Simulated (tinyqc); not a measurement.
## Tunnelling through a gate dielectric with the two-band (Franz) dispersion, WKB transmission and Tsu-Esaki current: effect of the barrier height

Electrons leave the emitter at x = 0. Energies E (motion across the layers) are in eV from the emitter Fermi level; the collector Fermi level lies at -V and offers states at every E. No charge in the dielectric and no image force: F1 = V/t1, U = phi1 - F1 x. With C = hbar^2/(2 m0), kappa = sqrt(m u (1 - u/Egx)/C), u = U - E where U > E and 0 elsewhere; T(E) = exp(-S), S = 2 times the integral of kappa over x.

Each layer adds (2/F) sqrt(m/C) [G(u at its left edge) - G(u at its right edge)] to S, with u = U - E (0 where negative) and G(u) = Egx^1.5 (th - sin(4 th)/4)/4, th = arcsin sqrt(u/Egx). J = J0 times the integral of T(E) N(E) dE, N = ln[(1 + exp(-E/Vt))/(1 + exp((-E - V)/Vt))], J0 = q^2 me m0 kB T/(2 pi^2 hbar^3) (times 1e-4 for A/cm^2 per eV), from E = -Ef to far above the barrier (T = 1 there), by quadrature converged to the digits shown.

Parameters, values chosen for the exercise; dielectric values close to those of hafnium oxide:
```
symbol,value,unit,meaning
T,300,K,temperature
Ef,0.47,eV,Fermi energy of the emitter above its band bottom
me,0.92,m0,emitter mass in the supply function
m1,0.2,m0,tunnelling mass of layer 1
t1,4.6,nm,thickness of layer 1
Egx,6.8,eV,"gap parameter of the two-band dispersion, set freely"
V,1.8,V,voltage across the dielectric
```

Constants: q = 1.602176634e-19 C, kB = 1.380649e-23 J/K, hbar = 1.054571817e-34 J s, m0 = 9.1093837015e-31 kg, Vt = kB T/q, hbar^2/(2 m0) = 0.0380998212 eV nm^2. Results are converted to the units shown.

Effect of the barrier height:

| phi1 (eV) | S at E = 0 | T(E = 0) | J (A/cm^2) | mean E of the current (eV) |
|---|---|---|---|---|
| 0.8 | 5.385 | 0.004586 | 6.820e5 | -0.1475 |
| 0.94 | 6.812 | 0.001100 | 1.493e5 | -0.1396 |
| 1.09 | 8.444 | 2.152e-4 | 2.690e4 | -0.1321 |
| 1.23 | 10.05 | 4.312e-5 | 5048 | -0.1261 |
| 1.37 | 11.73 | 8.029e-6 | 889.0 | -0.1208 |
| 1.51 | 13.48 | 1.400e-6 | 149.6 | -0.1196 |
| 1.66 | 15.42 | 2.020e-7 | 22.93 | -0.1359 |
| 1.8 | 17.28 | 3.139e-8 | 5.055 | -0.1693 |

What does the table show?

J falls from 6.82e5 to 5.06 A/cm^2, on average 5.13 decades for each eV, while S rises from 5.38 to 17.3. In 1 of the 8 rows S is below 6, where a WKB prefactor of 1 is a rough guess.

Numbers from tinyqc (`OMP_NUM_THREADS=1 python tinyqc.py 2540092 2540093 out.jsonl`; about 0.03 s on one thread of a shared Intel Xeon 2.30GHz).
